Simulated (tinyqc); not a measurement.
What each parameter does: tight-binding t2g bands of a cubic perovskite.

Orbitals yz, zx, xy (X, Y, Z below) times spin. E_xy = Dt + 2t (2 - cos x - cos y) + 2 td (1 - cos z) + 4 t2 (1 - cos x cos y) with x = kx a and so on; yz and zx follow by cyclic change, without Dt. Spin-orbit term -(Dso/3) L.sigma + Dso/3 with (L_k)_ij = -i epsilon_kij in X, Y, Z: for Dt = 0 the quartet lies at 0 and the doublet at Dso.

Inputs chosen for the exercise (of the size met in SrTiO3 and KTaO3; not measured data):
```
symbol  value            unit    meaning
t       0.424            eV      strong hopping
td      0.035            eV      weak hopping
t2      0.082            eV      diagonal hopping in the plane of the orbital
Dso     0.042            eV      spin-orbit splitting at Gamma
Dt      0.016            eV      shift of xy (tetragonal field or confinement)
k       (0.14, 0.07, 0)  2 pi/a  wave vector
```

The three pairs at k.

Results for these values:
```
case  pair 1 (eV)  pair 2 (eV)  pair 3 (eV)
base       0.1502       0.4458       0.5593
```

What happens to each result for td = 0.0525 eV, all else kept?

Answer: pair 1 rises from 0.1502 to 0.1629; pair 2 rises from 0.4458 to 0.4491; pair 3 rises from 0.5593 to 0.5594.

The same for each parameter in turn:
```
case             pair 1 (eV)  pair 2 (eV)  pair 3 (eV)
base                  0.1502       0.4458       0.5593
t = 0.4664 eV         0.1584       0.4766       0.5980
td = 0.0525 eV        0.1629       0.4491       0.5594
t2 = 0.102 eV         0.1579       0.4748       0.5931
Dso = 0.0546 eV       0.1537       0.4491       0.5652
Dt = -0.014 eV        0.1502       0.4451       0.5301
```

Computed by tinyqc, a small Python program: `OMP_NUM_THREADS=1 python tinyqc.py 1452097 1452098 out.jsonl` (the numbers bound the seed that draws the inputs); one thread of a shared host (Intel(R) Xeon(R) Processor @ 2.30GHz), about 0.01 s for the whole set of steps.
